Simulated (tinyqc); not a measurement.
Slope factor and drain-induced lowering from three currents.

Problem. With source and body at 0 V, I = A exp((Vg + dd Vd)/(nf Vt)) (1 - exp(-Vd/Vt)). Find nf, the swing nf Vt ln 10 and dd.

Parameters, values chosen for the exercise: temperature T = 358 K.

Constants: q = 1.602176634e-19 C, kB = 1.380649e-23 J/K, Vt = kB T/q. Results are converted to the units shown.

currents at (Vg, Vd) = (0, 0.05), (0, 0.7) and (0.06, 0.7) V (nA/um): [0.0081232905, 0.070506062, 0.25346670]

Answer. The pair at equal Vd gives nf; the pair at equal Vg, after dividing out the factors 1 - exp(-Vd/Vt), gives dd.

nf = 1.52
swing = 108 mV/decade
dd = 0.140

Numbers from tinyqc (`OMP_NUM_THREADS=1 python tinyqc.py 2242171 2242172 out.jsonl`; about 0.03 s on one thread of a shared Intel Xeon 2.30GHz).
